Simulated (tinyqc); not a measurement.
Against the doping: band-to-band tunnelling and avalanche in a reverse-biased abrupt junction. Computed by tinyqc, a small Python program. Command: `OMP_NUM_THREADS=1 python tinyqc.py 3013340 3013341 out.jsonl zener walk`. One thread of a shared host (Intel(R) Xeon(R) Processor @ 2.30GHz), about 0.01 s of CPU time with the checks.

Direct Kane tunnelling in the local field (for indirect gaps the mass is an effective fit) and one ionisation coefficient for both carriers. N is the doping of the light side, or N_A N_D/(N_A + N_D) for the symmetric junction; the built-in voltage is taken as E_g/e.

Inputs (values chosen for the exercise, modelled on germanium): band gap at 300 K, E_g = 0.646 eV; gap narrowing with temperature, -dE_g/dT = 0.37 meV/K; reduced tunnelling mass m_r = 0.035 m_0; permittivity eps = 16; ionisation prefactor a = 1.1e+07 1/cm; ionisation field at 300 K, b = 1.42e+06 V/cm; relative rise of b with temperature = 8.3 1e-4/K; effective doping N = 2e+17 1/cm^3; current density that defines tunnel breakdown, J_0 = 1 A/cm^2; temperature T = 200 K.

Junction: one-sided.

Constants: eps_0 = 8.8541878128e-12 F/m; e = 1.602176634e-19 C; m_0 = 9.1093837015e-31 kg; hbar = 1.054571817e-34 J s.

Method:
- E_g(T) = E_g - (T - 300 K)(-dE_g/dT); b(T) = b [1 + (rise)(T - 300 K)]; w = sqrt(2 eps eps_0 (V_R + E_g/e)/(e N)); F_m = 2 (V_R + E_g/e)/w; the field falls linearly from F_m to 0 across w.
- Kane: G(F) = A F^2 exp(-B/F), A = e^2 sqrt(m_r)/(18 pi hbar^2 sqrt(E_g)), B = pi sqrt(m_r) E_g^(3/2)/(2 e hbar), SI units; J = e int G dx x V_R/(V_R + E_g/e), the last factor making J vanish at zero bias; int G dx = (w/F_m) int_0^F_m G dF by 64 Gauss-Legendre points.
- Avalanche: I = (w/F_m) int_0^F_m a exp(-b/F) dF by 64 Gauss-Legendre points, M = 1/(1 - I), breakdown at I = 1.
- V_Z solves J = J_0 and V_A solves I = 1; the lower one is the breakdown voltage; temperature coefficients by a central difference of +/- 10 K.

Breakdown:
```
N (1/cm^3)     V_Z (V)     V_A (V)  F_m at breakdown (MV/cm)       first
4.00e+15    1.1494e+02  4.5040e+01                   0.20339   avalanche
1.00e+16    4.9616e+01  2.2428e+01                   0.22864   avalanche
2.40e+16    2.2109e+01  1.1626e+01                   0.25850   avalanche
6.00e+16    9.3249e+00  5.8593e+00                   0.29797   avalanche
1.20e+17    4.7187e+00  3.4624e+00                   0.33544   avalanche
2.00e+17    2.7650e+00  2.3203e+00                   0.36860   avalanche
4.00e+17    1.2192e+00  1.2992e+00                   0.41485  tunnelling
1.00e+18    2.4980e-01  5.1469e-01                   0.45934  tunnelling
2.40e+18    5.8203e-03  1.0207e-01                   0.61150  tunnelling
```

The mechanism changes between 2.00e17 and 4.00e17 per cm^3. Across the table V_Z + E_g/e scales as N^-0.80 and V_A as N^-0.95: tunnelling needs a nearly fixed field, while avalanche in a thinner layer needs a higher one. Rows with V_Z below E_g/e understate it, since the local Kane formula overestimates the current there. Rows with V_A below about 5 E_g/e understate it, since the local law ignores the distance a carrier needs to reach the ionisation energy; silicon and germanium junctions change over near 4 to 6 E_g/e.

Extremes, crossings and ranges named in words are read from the listed rows.
